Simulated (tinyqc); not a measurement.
# Surface potential of a MOS transistor: implicit equation and explicit approximations: accuracy of the approximations against gate voltage

p-type body, charge-sheet picture, depletion and inversion only, full ionisation (an idealisation for deep acceptors), Boltzmann statistics (rough once Na exp(x - xn) passes about Nc/7). In units of Vt: xg = (Vg - Vfb)/Vt, x = psi/Vt, G = gamma/sqrt(Vt), xn = (2 phiF + Vc)/Vt. The implicit equation is (xg - x)^2 = G^2 [x - 1 + exp(x - xn)] for x above about 3. Cox = eps0 eox/tox.

ni = sqrt(Nc Nv) exp(-Eg/(2 Vt)), Eg in volts; phiF = Vt ln(Na/ni); gamma = sqrt(2 q eps0 eps_r Na)/Cox; VT = Vfb + Vt (xn + G sqrt(xn - 1)). Depletion value a = 1 + [sqrt(G^2/4 + xg - 1) - G/2]^2; inversion value b = xn + ln[(xg - xn)^2/G^2 - xn + 1] and first guess y = min(a, b) - ln(1 + exp(-|a - b|)) if a > xn + 1, else b = y = a; one second-order correction with D = exp(y - xn), p = 2 (xg - y) + G^2 (1 + D), w = (xg - y)^2 - G^2 (y - 1 + D): z = y + 2 w/(p + sqrt(p^2 - 2 (2 - G^2 D) w)), or the Newton step z = y + w/p where the root is not real. N_inv = (Cox Vt G/q) [sqrt(x - 1 + exp(x - xn)) - sqrt(x - 1)] at the root. Lambert form (Cox m Vt/q) W0[(G/(2 m sqrt(xn - 1))) exp((Vg - VT)/(m Vt))], m = 1 + G/(2 sqrt(xn - 1)). Errors under 1e-4 mV, and the linear form below VT, are printed as 0.

Values chosen for this exercise; band and dielectric values close to those of silicon: temperature T = 350 K; band gap Eg = 1.1 eV; relative permittivity eps_r = 11.9; conduction-band density of states at T Nc = 3.49e19 cm^-3; valence-band density of states at T Nv = 3.3e19 cm^-3; relative permittivity of the gate insulator (close to zirconium oxide) eox = 25.4; insulator thickness tox = 36 nm; acceptor density Na = 3.8e17 cm^-3; flat-band voltage Vfb = -0.63 V; channel-body voltage Vc = 0.5 V.

Constants: q = 1.602176634e-19 C, kB = 1.380649e-23 J/K, Vt = kB T/q, eps0 = 8.8541878128e-14 F/cm where lengths are in cm. Results are converted to the units shown.

Accuracy of the approximations against gate voltage:
```
Vg (V)	psi (V)	x - xn	error of y (mV)	error of z (mV)	N_inv (cm^-2)	Cox (Vg - VT)/q (cm^-2)	Lambert form (cm^-2)
0.95	1.0119	-10.515	1.84e-4	0	9.2314e5	0	6.9240e5
1.15	1.1683	-5.3298	0.0309	0	1.5311e8	0	1.3836e8
1.35	1.3222	-0.22576	4.83	-3.20e-3	2.3557e10	0	2.3596e10
1.55	1.4091	2.6545	18.1	-1.60	3.8062e11	7.7015e11	3.9041e11
1.75	1.4417	3.7372	14.6	-0.855	1.0022e12	1.5500e12	1.0278e12
1.95	1.4608	4.3682	11.3	-0.351	1.6900e12	2.3298e12	1.7309e12
2.15	1.4744	4.8205	9.38	-0.190	2.4039e12	3.1096e12	2.4590e12
2.35	1.4852	5.1768	8.12	-0.119	3.1319e12	3.8895e12	3.2001e12
2.55	1.4941	5.4728	7.21	-0.0814	3.8686e12	4.6693e12	3.9490e12
```

psi rises from 1.01 to 1.49 V and ends 5.5 Vt above 2 phiF + Vc. Among the rows the first guess is off by at most 18 mV (at Vg = 1.55 V) and the corrected value by at most 1.6 mV. In the last row the linear form is 21 % above N_inv and the Lambert form 2.1 % above it; in the first row the Lambert form is 25 % below it. For Vg = 1.55, 1.75, 1.95, 2.15, 2.35, 2.55 the electron quasi-Fermi level lies less than 2 Vt below the band edge at the surface, or above it, where degeneracy and confinement, left out, matter.

Numbers from tinyqc (`OMP_NUM_THREADS=1 python tinyqc.py 2122191 2122192 out.jsonl`; about 0.01 s on one thread of a shared Intel Xeon 2.30GHz).
